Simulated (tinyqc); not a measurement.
# Worked calculation: long-channel MOSFET, surface-potential model

tinyqc, about 0.03 s, one thread, Intel Xeon 2.30GHz (shared host): `OMP_NUM_THREADS=1 python tinyqc.py 2360022 2360023 out.jsonl` Printed values are rounded.

n-channel transistor on a uniformly doped p-type body, gradual-channel approximation, constant mobility, Boltzmann statistics, full ionisation. Potentials are counted from the neutral body; V is the electron quasi-Fermi potential, Vsb at the source and Vsb + Vds at the drain. Charges are magnitudes per area.

Values chosen for this exercise; material values close to those of 4H silicon carbide: temperature T = 300 K; band gap Eg = 3.31 eV; relative permittivity of the semiconductor eps_r = 9.63; conduction-band density of states at T Nc = 1.69e19 cm^-3; valence-band density of states at T Nv = 2.47e19 cm^-3; acceptor density of the body Na = 7.7e16 cm^-3; relative permittivity of the gate insulator eox = 23; insulator thickness tox = 160 nm; flat-band voltage Vfb = -2.54 V; channel mobility mu = 490 cm^2/(V s); gate width W = 1 um; gate length L = 0.5 um; source-body reverse bias Vsb = 0 V; gate-source voltage Vgs = 2.6 V; drain-source voltage Vds = 0.2 V.

Constants: q = 1.602176634e-19 C, kB = 1.380649e-23 J/K, Vt = kB T/q, eps0 = 8.8541878128e-14 F/cm where lengths are in cm. Results are converted to the units shown.

## Body potential, insulator capacitance and body factor

ni = sqrt(Nc Nv) exp(-Eg/(2 Vt)), Eg in volts; phiF = Vt ln(Na/ni); Cox = eps0 eox/tox; gamma = sqrt(2 q eps0 eps_r Na)/Cox. VT = Vfb + 2 phiF + gamma sqrt(2 phiF + Vsb), m = 1 + gamma/(2 sqrt(2 phiF + Vsb)).

ni = 3.217477e-9 cm^-3
phiF = 1.510720 V
Cox = 0.1272789 uF/cm^2
gamma = 1.139584 V^0.5
VT = 2.462298 V
m = 1.327800

## Iteration 1: surface potential at the source by Newton steps

psi at the start (the root without inversion charge) = 3.131670 V

With V = Vsb: G = psi - Vt + Vt e, e = exp((psi - 2 phiF - Vsb)/Vt); f = Vgs + Vsb - Vfb - psi - gamma sqrt(G); f' = -1 - gamma (1 + e)/(2 sqrt(G)); psi(new) = psi - f/f'.

G = 4.943559 V
f = -0.5254350 V
f' = -19.47368
psi after iteration 1 = 3.104688 V

## Iteration 2: surface potential at the source by Newton steps

As before.

G = 3.725994 V
f = -0.1644089 V
f' = -8.684621
psi after iteration 2 = 3.085757 V

## Course of the iteration: surface potential at the source by Newton steps

Stop when psi changes by less than 1e-10 V, or after 40 iterations.

Course of the iteration:
```
iteration,psi (V),|change| (V)
1,3.104688,0.0270
2,3.085757,0.0189
3,3.078209,7.55e-3
4,3.077347,8.62e-4
5,3.077337,9.49e-6
6,3.077337,1.13e-9
7,3.077337,0
```

Converged in 7 iterations. At the end the number of correct digits about doubles with each step.

## Charges and current of the charge-sheet model

psi_0 = 3.077337 V
psi_L = 3.131477 V

psi_0 and psi_L solve Vgs + Vsb - Vfb - psi = gamma sqrt(G) at V = Vsb and Vsb + Vds. Qi = Cox gamma [sqrt(G) - sqrt(psi - Vt)], G = psi - Vt + Vt exp((psi - 2 phiF - V)/Vt), at both ends. With U = Vgs + Vsb - Vfb: drift = mu (W/L) Cox [U (psi_L - psi_0) - (psi_L^2 - psi_0^2)/2 - (2/3) gamma ((psi_L - Vt)^1.5 - (psi_0 - Vt)^1.5)]; diffusion = mu (W/L) Vt (Qi0 - QiL).

Qi0 = 9.161523 nC/cm^2
QiL = 0.03277694 nC/cm^2
drift current = 0.2438265 uA
diffusion current = 0.2312764 uA
drain current = 0.4751029 uA

Drift carries 51.3 % of the current. The drain end is pinched off: its charge is under 1 % of that at the source.

## Inversion charge along the channel

```
point,V (V)
0,0
1,0.02
2,0.04
3,0.06
4,0.08
5,0.1
6,0.12
7,0.14
8,0.16
9,0.18
10,0.2
```

The surface potential psi at channel potential V solves Vgs + Vsb - Vfb - psi = gamma sqrt(G), G = psi - Vt + Vt exp((psi - 2 phiF - V)/Vt). Charge sheet: Qi = Cox gamma [sqrt(G) - sqrt(psi - Vt)]. Pao-Sah: Qi = (Cox gamma/2) integral from 3 Vt to psi of exp((u - 2 phiF - V)/Vt)/sqrt(G(u, V)) du.

```
point,psi (V),"Qi, charge sheet (nC/cm^2)","Qi, Pao-Sah (nC/cm^2)"
0,3.077337,9.161523,9.200487
1,3.090256,6.981439,7.011067
2,3.101775,5.038549,5.059890
3,3.111525,3.394802,3.409158
4,3.119164,2.107275,2.116175
5,3.124556,1.198712,1.203770
6,3.127929,0.6304395,0.6330984
7,3.129814,0.3129392,0.3142587
8,3.130782,0.1499016,0.1505335
9,3.131254,0.07043384,0.07073073
10,3.131477,0.03277694,0.03291509
```

At the source the charge-sheet charge is 0.42 % below the Pao-Sah one.

## Pao-Sah current by Simpson's rule

I = mu (W/L) integral of Qi dV; Simpson's rule on the 11 points, step Vds/10, weights 1, 4, 2, ..., 4, 1 times step/3.

Pao-Sah current = 0.4781664 uA

Gauss-Legendre quadrature on many points gives 0.4782 uA, so this value is within 0.01 % of it; the charge-sheet current, 0.4751 uA, is 0.64 % below it.
